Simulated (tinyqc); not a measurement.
Wannier function of the lower band of a two-orbital chain, step by step. Values are carried at full precision from step to step, so a last printed digit may differ when a step is redone from the rounded ones.

H(k) = [[-d/2 - 2 ta cos k, -t1 - t2 exp(-ik)], [-t1 - t2 exp(ik), d/2 - 2 tb cos k]], k in 1/a, Bloch sums with exp(ikR) and without the positions inside the cell. Mesh k_j = 2 pi j/N. Projection gauge: each lower eigenvector u is multiplied by the phase that makes <trial|u> real and positive (the one-band case of Loewdin orthogonalisation). Wannier amplitudes w(R) = (1/N) sum_k exp(ikR) u(k); hoppings H(R) = (1/N) sum_k exp(-ikR) E(k).

Values chosen for the exercise: d = 1.09 eV (A at -d/2, B at +d/2); t1 = 1.24 eV (A-B in the cell); t2 = 0.79 eV (B to A of the next cell); ta = -0.01 eV (A-A between cells); tb = -0.18 eV (B-B between cells); N = 4 (k points); th = 20 degrees (trial orbital cos(th) A + sin(th) B in cell 0); xb = 0.4 a (position of B (A at 0)); a = 5.8 angstrom (period); kq = 1.91 1/a (point off the mesh).

## Bloch states in the projection gauge

Diagonalise at each mesh point and fix the phase.

Mesh:
```
j,E lower (eV),E upper (eV),u_A,u_B,|<trial|u>|
0,-1.9622,2.3422,0.81615,0.57784,0.9646
1,-1.5680,1.5680,0.81573-0.09147i,0.51290+0.25130i,0.9420
2,-0.7758,0.3958,0.90559,0.42416,0.9960
3,-1.5680,1.5680,0.81573+0.09147i,0.51290-0.25130i,0.9420
```

The projection is smallest at j = 1 and 3 (0.9420); the gauge is smooth as long as it stays away from zero.

## The Wannier function

w(R) = (1/N) sum_j exp(2 pi i j R/N) u_j, for the N cells nearest the origin; it is real.

Amplitudes:
```
R,on A,on B
-1,-0.0681,0.1641
0,0.8383,0.5069
1,0.0234,-0.0872
2,0.0226,-0.0060
```

norm = 1.0000

Cell 0 holds 96.0 % of the weight.

## Centre and spread in real space

Point-like orbitals at R (A) and R + xb (B): centre <x>, spread <x^2> - <x>^2.

centre in units of a = 0.094
centre in angstrom = 0.547
spread = 2.161 angstrom^2

## The same from overlaps (Marzari-Vanderbilt)

b = 2 pi/N; M_j = u_j^+ diag(1, exp(-i b xb)) u_(j+1), with u_N = u_0. Centre = -(1/2 pi) sum arg M_j; gauge-invariant part Omega_I = (1/(N b^2)) sum (1 - |M_j|^2); gauge-dependent part Omega_D = (1/(N b^2)) sum (arg M_j + b centre)^2.

Overlaps:
```
j,|M_j|,arg M_j (rad)
0,0.9996,-0.1318
1,0.8621,-0.1529
2,0.8621,-0.1529
3,0.9996,-0.1318
```

centre from overlaps = 0.091 a
Omega_I = 0.0522 a^2
Omega_D = 0.0000 a^2

The centre is the Berry phase over 2 pi and does not depend on the trial orbital (modulo a). Omega_D is 0.1 % of the total; in one dimension a gauge that spreads the phase evenly removes it. The total is 0.0523 a^2, against 0.0896 a^2 (centre 0.093 a) in real space on 96 cells.

## Hoppings and interpolation

H(R) = (1/N) sum_j E_j cos(2 pi j R/N) for R = 0 to N/2. Interpolation: E(k) = H(0) + 2 sum H(R) cos(kR), the term R = N/2 of an even mesh counted once.

H(0), H(1), ... (eV): -1.4685  -0.2966  0.0995

interpolated E(kq) = -1.3486 eV

The exact value is -1.3855 eV; the interpolation is off by +36.9 meV. Though the chain has short hoppings, the single band has longer ones, made by paths through the other orbital, which the tails of the Wannier function carry.

## Checks

- Centre from overlaps against the real-space centre on 200 points: both 0.09308.
- Omega_I + Omega_D against the real-space spread on 200 points: both 0.0896.

(tinyqc, `OMP_NUM_THREADS=1 python tinyqc.py 1451499 1451500 out.jsonl`, Intel(R) Xeon(R) Processor @ 2.30GHz, 1 thread, shared host, about 0.2 s.)
